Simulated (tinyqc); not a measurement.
What moves the results: Fermi-Dirac statistics of conduction electrons. A value that a table varies takes the place of the one given here.

Non-parabolic band E (1 + alpha E) = c k^2/m: n = Nc (2/sqrt(pi)) integral_0^infinity sqrt(x (1 + a x)) (1 + 2 a x) dx/(1 + exp(x - eta)) with a = alpha kT and eta = (EF - Ec)/kT; a = 0 gives n = Nc F_1/2(eta).

Constants: hbar^2/2m0 = 3.80998211 eV angstrom^2; kB = 8.617333262e-05 eV/K.

Inputs chosen for the exercise (near those of GaN, lowest valleys alone; the results hold for these values, not for the real material): m = 0.199 m0 (density-of-states mass of the conduction band); T = 80 K; alpha = 0.18 1/eV (non-parabolicity); n = 4e+16 1/cm^3 (electron density).

## Parabolic against non-parabolic filling

N = 2 (m kB T/(4 pi c))^(3/2) with c = hbar^2/2m0, in 1/angstrom^3; times 1e24 for 1/cm^3. k_F = (3 pi^2 n)^(1/3) and the energy E0 that solves E (1 + alpha E) = c k_F^2/m give the limit of zero temperature.

EF - Ec (meV):
```
n (1/cm^3),parabolic,non-parabolic,"non-parabolic, 0 K"
3.0e+16,-15.8,-15.8,1.8
1.0e+17,-6.9,-7.0,3.9
5.0e+17,7.3,7.2,11.5
2.0e+18,27.6,27.4,28.9
5.0e+18,52.8,52.3,53.1
2.0e+19,134.7,131.5,131.9
```

What can be read from the table?

Non-parabolicity lowers EF by 0.0 meV at the lowest density and by 3.2 meV at the highest, where alpha (EF - Ec) = 0.02. Temperature lowers EF below its 0 K value by 17.6 meV at the lowest density and by 0.3 meV at the highest. EF enters the band between 1e+17 and 5e+17 1/cm^3.

## What moves the Fermi level

N = 2 (m kB T/(4 pi c))^(3/2) with c = hbar^2/2m0, in 1/angstrom^3; times 1e24 for 1/cm^3. Each row changes one parameter from the base and keeps the others.

Results:
```
case,parabolic EF - Ec (meV),non-parabolic EF - Ec (meV)
base,-13.73,-13.76
m = 0.2189 m0,-14.75,-14.79
T = 55 K,-6.61,-6.63
n = 2e+16 1/cm^3,-18.66,-18.70
alpha = 0.27 1/eV,-13.73,-13.78
```

How do the results move?

The largest shifts from the base row, up to three for each result and ties (the steps differ in size, so this ranks the rows, not the parameters). parabolic EF - Ec (meV): T +7.12, n -4.94, m -1.03; unchanged at the printed digits by alpha. non-parabolic EF - Ec (meV): T +7.13, n -4.94, m -1.03.

Computed by tinyqc, a small Python program: `OMP_NUM_THREADS=1 python tinyqc.py 1652438 1652439 out.jsonl` (the numbers bound the seed that draws the inputs); one thread of a shared host (Intel(R) Xeon(R) Processor @ 2.30GHz), about 0.01 s for the whole set of steps.
